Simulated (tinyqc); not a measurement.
# Quantum point contact as a saddle point with Zeeman splitting: two studies

Potential V0 - m wx^2 x^2/2 + m wy^2 y^2/2; energies are counted from V0. Mode n = 0, 1, ... transmits T_n(E) = 1/(1 + exp(-2 pi (E - E_n)/wx)), E_n = wy (n + 1/2) +/- Ez/2 for the two spins, Ez = gs muB B, muB = q hbar/(2 m0); each spin carries q^2/h.

Inputs (values chosen for the exercise):
```
symbol  value  unit                             meaning
T         0.5     K                         temperature
wy        5.6   meV          transverse quantum hbar wy
wx          6   meV    curvature of the barrier hbar wx
mu       1.81   meV  Fermi level above the saddle point
gs        4.2                      size of the g factor
B           4     T             in-plane magnetic field
```

Constants: q = 1.602176634e-19 C, kB = 1.380649e-23 J/K, hbar = 1.054571817e-34 J s, m0 = 9.1093837015e-31 kg, Vt = kB T/q. Results are converted to the units shown.

Each table varies one quantity; the others keep the values above.

## Spin splitting of the first step

g(T) = int g(E) (-df/dE) dE = int g(mu + x kB T) dx/(4 cosh^2(x/2)), g(E) the zero-temperature value at E, g = G/(2 q^2/h).

Spin splitting of the first step:

| B (T) | Ez (meV) | g at mu = wy/2 | dg/dmu there (1/meV) |
|---|---|---|---|
| 0 | 0 | 0.5028 | 0.2643 |
| 2.3 | 0.5592 | 0.5030 | 0.2590 |
| 4.6 | 1.118 | 0.5033 | 0.2438 |
| 6.9 | 1.677 | 0.5040 | 0.2211 |
| 9.1 | 2.212 | 0.5050 | 0.1955 |
| 11.4 | 2.771 | 0.5064 | 0.1677 |
| 13.7 | 3.331 | 0.5083 | 0.1413 |
| 16 | 3.890 | 0.5109 | 0.1182 |

What does the table show?

At the middle of the first riser g stays near 1/2, while the slope falls from 0.264 to 0.118 1/meV. It keeps more than a fifth of its zero-field value, so the plateau at q^2/h is not yet flat.

## Differential conductance at finite bias

Same model as above.

With the bias V split evenly and the saddle held fixed, dI/dV = [g(mu + V/2) + g(mu - V/2)]/2, each thermally averaged.

Results:

| V (mV) | g(mu + V/2) | g(mu - V/2) | dI/dV |
|---|---|---|---|
| 0 | 0.2748 | 0.2748 | 0.2748 |
| 1.12 | 0.3980 | 0.1775 | 0.2878 |
| 2.24 | 0.5355 | 0.1087 | 0.3221 |
| 3.36 | 0.6700 | 0.06417 | 0.3671 |
| 4.48 | 0.7867 | 0.03696 | 0.4118 |
| 5.6 | 0.8793 | 0.02098 | 0.4501 |
| 6.72 | 0.9518 | 0.01181 | 0.4818 |
| 7.84 | 1.015 | 0.006609 | 0.5106 |
| 8.96 | 1.080 | 0.003690 | 0.5420 |
| 10.08 | 1.161 | 0.002057 | 0.5818 |
| 12.32 | 1.393 | 6.377e-4 | 0.6968 |

Estimate the missing row, V = 11.2 mV.

Computed row:

| V (mV) | g(mu + V/2) | g(mu - V/2) | dI/dV |
|---|---|---|---|
| 11.2 | 1.266 | 0.001146 | 0.6335 |

With this row back in the table: dI/dV rises from 0.275 to 0.697 in units of 2 q^2/h. Right-movers gain modes (0.275 to 1.39) while left-movers lose them (0.275 to 6.38e-4).

Range of the model: Orbital effects of the in-plane field and interactions (such as the 0.7 feature) are left out.

Numbers from tinyqc (`OMP_NUM_THREADS=1 python tinyqc.py 2740027 2740028 out.jsonl`; about 0.02 s on one thread of a shared Intel Xeon 2.30GHz).
